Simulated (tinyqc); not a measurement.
Tight binding, kagome lattice, step by step. One step of it, computed by the program tinyqc.

Question. Bloch Hamiltonian at K. H_AB = -t1 - t2 exp(-i k.a1), H_AC = -t1 - t2 exp(-i k.a2), H_BC = -t1 - t2 exp(i k.(a1 - a2)), H_CC = delta.

Parameters chosen for this model:
```
parameter     value                unit
t1         1.160000    eV, up triangles
t2         1.160000  eV, down triangles
delta             0        eV on site C
```

k point K (fractions of the reciprocal vectors): 0.333333  0.666667

Give: H(k) at K.

Answer.

H(k) at K (eV), lower triangle (Hermitian):
```
                 A                B       C
A           0.0000
B  -0.5800-1.0046i           0.0000
C  -0.5800+1.0046i  -0.5800-1.0046i  0.0000
```
